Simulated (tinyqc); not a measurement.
Surface potential of a MOS transistor: implicit equation and explicit approximations: effect of the insulator thickness at fixed gate voltage.

p-type body, charge-sheet picture, depletion and inversion only, full ionisation (an idealisation for deep acceptors), Boltzmann statistics (rough once Na exp(x - xn) passes about Nc/7). In units of Vt: xg = (Vg - Vfb)/Vt, x = psi/Vt, G = gamma/sqrt(Vt), xn = (2 phiF + Vc)/Vt. The implicit equation is (xg - x)^2 = G^2 [x - 1 + exp(x - xn)] for x above about 3. Cox = eps0 eox/tox.

ni = sqrt(Nc Nv) exp(-Eg/(2 Vt)), Eg in volts; phiF = Vt ln(Na/ni); gamma = sqrt(2 q eps0 eps_r Na)/Cox; VT = Vfb + Vt (xn + G sqrt(xn - 1)). Depletion value a = 1 + [sqrt(G^2/4 + xg - 1) - G/2]^2; inversion value b = xn + ln[(xg - xn)^2/G^2 - xn + 1] and first guess y = min(a, b) - ln(1 + exp(-|a - b|)) if a > xn + 1, else b = y = a; one second-order correction with D = exp(y - xn), p = 2 (xg - y) + G^2 (1 + D), w = (xg - y)^2 - G^2 (y - 1 + D): z = y + 2 w/(p + sqrt(p^2 - 2 (2 - G^2 D) w)), or the Newton step z = y + w/p where the root is not real. N_inv = (Cox Vt G/q) [sqrt(x - 1 + exp(x - xn)) - sqrt(x - 1)] at the root. Lambert form (Cox m Vt/q) W0[(G/(2 m sqrt(xn - 1))) exp((Vg - VT)/(m Vt))], m = 1 + G/(2 sqrt(xn - 1)). Errors under 1e-4 mV, and the linear form below VT, are printed as 0.

Inputs (values chosen for the exercise); band and dielectric values close to those of silicon:
- T = 250 K (temperature)
- Eg = 1.1 eV (band gap)
- eps_r = 11.9 (relative permittivity)
- Nc = 2.12e19 cm^-3 (conduction-band density of states at T)
- Nv = 1.99e19 cm^-3 (valence-band density of states at T)
- eox = 3.9 (relative permittivity of the gate insulator (close to silicon dioxide))
- Na = 2.5e17 cm^-3 (acceptor density)
- Vfb = -0.49 V (flat-band voltage)
- Vc = 0.5 V (channel-body voltage)
- Vg = 1.09 V (gate-body voltage)

Constants: q = 1.602176634e-19 C, kB = 1.380649e-23 J/K, Vt = kB T/q, eps0 = 8.8541878128e-14 F/cm where lengths are in cm. Results are converted to the units shown.

Results:
```
tox (nm),psi (V),x - xn,error of y (mV),error of z (mV),N_inv (cm^-2),Cox (Vg - VT)/q (cm^-2),Lambert form (cm^-2)
1.4,1.4363,1.2200,0.896,0,5.4925e10,4.7968e11,5.5965e10
1.9,1.3922,-0.82805,0.600,0,7.2767e9,0,7.2419e9
2.6,1.3298,-3.7271,0.0452,0,4.1087e8,0,3.9701e8
4.8,1.1508,-12.032,0,0,1.0939e5,0,90087
6.6,1.0240,-17.918,0,0,322.37,0,207.51
```

Estimate the missing row, tox = 3.5 nm.

Computed row:
```
tox (nm),psi (V),x - xn,error of y (mV),error of z (mV),N_inv (cm^-2),Cox (Vg - VT)/q (cm^-2),Lambert form (cm^-2)
3.5,1.2532,-7.2807,1.74e-3,0,1.2121e7,0,1.1143e7
```

With this row back in the table: As tox goes from 1.4 to 6.6, psi falls from 1.44 to 1.02 V, x - xn falls from 1.22 to -17.9 and N_inv falls from 5.49e10 to 322 cm^-2. The Lambert form lies between 0.644 and 1.02 times N_inv.

Computed by the program tinyqc: `OMP_NUM_THREADS=1 python tinyqc.py 2122094 2122095 out.jsonl`, one thread of a shared Intel Xeon 2.30GHz, about 0.01 s for the whole run.
